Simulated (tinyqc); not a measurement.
Inside a calculation: Lorentz oscillators and the Kramers-Kronig relations. Values are carried at full precision from step to step, so a last printed digit may differ when a step is redone from the rounded ones.

eps(E) = 1 + sum_j S_j/(E0_j^2 - E^2 - i G_j E).

Constants: hbar c = 1973.269805 eV angstrom; hbar^2/2m0 = 3.80998211 eV angstrom^2; e^2/(4 pi eps0) = 14.39964547 eV angstrom.

Inputs chosen for the exercise (line positions loosely like those of GaAs; Lorentz tails absorb below the gap, where the real solid is clear; not measured data):
- E0 = (2.93, 4.63, 6.24) eV (resonances)
- G = (0.4, 0.66, 1.15) eV (widths)
- S = (28.4, 112.2, 46.6) eV^2 (strengths)
- E = 4.33 eV (photon energy)
- h = 0.4 eV (grid step)
- M = 36 (grid points E_j = j h)
- i = 14 (grid index at which eps1 is wanted)

## Dielectric function at one energy

Evaluate each oscillator and the sum.

terms: -2.7153+0.4627i  19.5937+20.8314i  2.1759+0.5367i

eps(E) = 20.0542+21.8308i
eps(0) = 10.7389

## Optical constants

n + i k = sqrt(eps1 + i eps2) with k >= 0; R = ((n - 1)^2 + k^2)/((n + 1)^2 + k^2) at normal incidence from vacuum; alpha = 2 E k/(hbar c), times 1e8 for 1/cm; loss function Im(-1/eps) = eps2/(eps1^2 + eps2^2).

Convert eps at the photon energy E into the optical constants.

n = 4.9849
k = 2.1897
R = 0.5090
alpha = 9.61e+05 1/cm
loss function = 0.0248
vacuum wavelength hc/E (hc = 1239.841984 eV nm) = 286.3 nm

The intensity falls to 1/e within 10.4 nm.

## Absorptive part on the grid

Tabulate eps2 at E_j = j h.

eps2(E_j), j = 1 .. M: 0.1437  0.3098  0.5334  0.8912  1.6206  3.8947  18.8352  10.3338  5.6462  9.2901  26.5578  29.3612  10.6620  6.8544  7.7581  7.1438  4.0300  2.2483  1.3998  0.9530  0.6911  0.5242  0.4111  0.3307  0.2715  0.2266  0.1917  0.1641  0.1418  0.1236  0.1086  0.0960  0.0853  0.0763  0.0685  0.0618

## eps1 at one grid point

Kramers-Kronig: eps1(E) = 1 + (2/pi) P integral_0^infinity E1 eps2(E1)/(E1^2 - E^2) dE1. Maclaurin rule on the grid E_j = j h, j = 1 .. M: eps1(E_i) = 1 + (4 h/pi) sum over j with j - i odd of E_j eps2(E_j)/(E_j^2 - E_i^2); nothing is added above E_M.

List the terms E_j eps2_j/(E_j^2 - E_i^2) for j - i odd, add them and form eps1.

terms in order of j (1/eV): -0.0018  -0.0214  -0.1185  -2.2423  -1.1047  -9.7378  -12.8339  10.0320  1.8417  0.4030  0.1481  0.0710  0.0396  0.0243  0.0159  0.0110  0.0079  0.0058

sum = -13.460 1/eV
eps1(E_i) = -5.855

The oscillator formula gives -6.594 at E_i = 5.6 eV. The rule samples every 2h = 0.8 eV against a narrowest width of 0.4 eV and stops at 14.4 eV; coarse sampling and the missing tail make the difference.

## The f-sum on the grid

W(E_M) = (2/pi) h sum_j E_j eps2_j, with half weight on the last point; the full integral equals sum S_j = (hbar omega_p)^2, and the electron density follows from (hbar omega_p)^2 = 8 pi c (e^2/(4 pi eps0)) N with c = hbar^2/2m0.

W(E_M) = 178.16 eV^2
sum S = 187.20 eV^2
share reached on this grid (a step near the line widths can inflate it) = 0.952
hbar omega_p = 13.682 eV
N = 1.36e+23 1/cm^3

## Checks

- The value of eps1 at 4.333 eV from a fine, long grid (with the tail of eps2 ~ 1/E^3 added) against the oscillator formula: both 20.0.

Program tinyqc; command `OMP_NUM_THREADS=1 python tinyqc.py 1650374 1650375 out.jsonl`; about 0.2 s on one thread of a shared Intel(R) Xeon(R) Processor @ 2.30GHz.
